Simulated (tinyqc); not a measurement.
# Worked calculation: FinFET, parasitic resistance, capacitance and delay

Program tinyqc, `OMP_NUM_THREADS=1 python tinyqc.py 2170024 2170025 out.jsonl`; Intel Xeon 2.30GHz, shared host, one thread, about 0.03 s. Printed values are rounded.

Nf fins under one contact; each has gated perimeter p = 2 Hf + Wf and cross-section A = Hf Wf; contact width Wc = Nf pf, stack height Hs = Hf. Contact length Lc = CPP - Lg - 2 Lsp, shared by two neighbouring gates. Source and drain sides are equal. The formulas are first-order estimates, not field solutions.

Parameters, values chosen for the exercise; values close to those of silicon logic devices: temperature T = 300 K; number of fins Nf = 4; fin height Hf = 35 nm; fin width Wf = 5 nm; fin pitch pf = 24 nm; contacted gate pitch CPP = 48 nm; gate length Lg = 16 nm; spacer length Lsp = 7 nm; relative permittivity of the spacer ks = 4.5; gate height above the channel stack Hc = 15 nm; contact resistivity rc = 1.7e-9 ohm cm^2; resistivity of the source-drain epitaxy re = 0.00043 ohm cm; current-carrying depth of the epitaxy te = 15 nm; resistivity of the extension rx = 0.00059 ohm cm; gate overlap Lov = 0.5 nm; inversion capacitance Cinv = 2.3 uF/cm^2; injection velocity vx = 1.5e7 cm/s; apparent mobility mu = 120 cm^2/(V s); threshold at zero drain voltage VT = 0.26 V; barrier lowering dl = 0.045 V/V; subthreshold factor n = 1.18; wire load Cw = 0.29 fF; supply voltage Vdd = 0.75 V.

Constants: q = 1.602176634e-19 C, kB = 1.380649e-23 J/K, eps0 = 8.8541878128e-12 F/m, Vt = kB T/q. Results are converted to the units shown.

## Geometry and resistances

Epitaxy sheet resistance Rsh = re/te, transfer length LT = sqrt(rc/Rsh), contact Rc = [sqrt(rc Rsh)/Wc] coth(Lc/(2 LT)); extension of one fin Rx = rx Lsp/A. Effective width N p; for equal currents one side has Rc + Rx/N.

Lc = 18 nm
effective width = 300 nm
Rsh = 286.667 ohm
LT = 24.3521 nm
Rc = 205.637 ohm
Rx = 236 ohm
one side times effective width = 79.3911 ohm um

Lc/2 is 0.37 transfer lengths, and Rc is 4.5 % above the area limit rc/(Wc Lc/2). The contact makes up 77.7 % of one side.

## Capacitances

With N fins: gate Cg = Cinv p N Lg; per side, plate Cp = ks eps0 [Wc (Hs + Hc) - N A]/Lsp, top fringe Cf = (2/pi) ks eps0 Wc ln(1 + Lg/(2 Lsp)), overlap Co = Cinv p N Lov. Cs = Cp + Cf + Co. An inverter of two such devices driving an equal one has the load CL = 2 (Cg + 2 Cs) + 4 Cs + Cw (its own drains counted twice for the Miller effect).

Cg = 110.4 aF
Cp = 23.3371 aF
Cf = 1.85587 aF
Co = 3.45 aF
CL = 739.944 aF

The channel capacitance gives 29.8 % of CL, the parasitic parts 31.0 % and the wire 39.2 %.

## Iteration 1: fin currents at Vgs = Vdd, Vds = Vdd/2

I at the start (uA): fin 1 0, fin 2 0, fin 3 0, fin 4 0

One fin: I = p Q vx u/(1 + |u|^1.8)^(1/1.8), Q = Cinv n Vt ln(1 + exp((Vg' - VT + dl Vd')/(n Vt))), u = Vd' mu/(vx Lg), Vg' = Vgs - v, Vd' = Vds - 2 v, with the drop on each side v = Rc (sum of I) + Rx I. I(new) = I + 0.5 (I(out) - I).

drop v (mV): fin 1 0, fin 2 0, fin 3 0, fin 4 0
I(out) (uA): fin 1 112.287, fin 2 112.287, fin 3 112.287, fin 4 112.287
I after iteration 1 (uA): fin 1 56.1436, fin 2 56.1436, fin 3 56.1436, fin 4 56.1436

## Iteration 2: fin currents at Vgs = Vdd, Vds = Vdd/2

As before.

drop v (mV): fin 1 59.4307, fin 2 59.4307, fin 3 59.4307, fin 4 59.4307
I(out) (uA): fin 1 86.8856, fin 2 86.8856, fin 3 86.8856, fin 4 86.8856
I after iteration 2 (uA): fin 1 71.5146, fin 2 71.5146, fin 3 71.5146, fin 4 71.5146

## Course of the iteration: fin currents at Vgs = Vdd, Vds = Vdd/2

Stop when the largest change of I is below 1e-6 uA, or after 80 iterations.

Course of the iteration:
```
iteration  total I (uA)  largest |change| of one entry (uA)
1               224.574                                56.1
2               286.058                                15.4
3               300.576                                3.63
4               303.803                               0.807
5               304.509                               0.176
6               304.663                              0.0385
7               304.696                             8.38e-3
8               304.704                             1.82e-3
9               304.705                             3.97e-4
10              304.706                             8.64e-5
11              304.706                             1.88e-5
12              304.706                             4.10e-6
13              304.706                             8.92e-7
```

Converged in 13 iterations. At the end each change is about 0.22 times the one before: linear convergence.

## Effective current, delay and energy

IH = I(Vdd, Vdd/2) = 304.706 uA
IL = I(Vdd/2, Vdd), solved likewise = 113.966 uA

Ieff = (IH + IL)/2, delay CL Vdd/(2 Ieff), energy CL Vdd^2, with CL the load of an inverter that drives an equal one.

Ieff = 209.336 uA
delay = 1.32552 ps
energy = 416.218 aJ

Without any series resistance Ieff would be 298 uA, so the resistances cost 29.7 %.
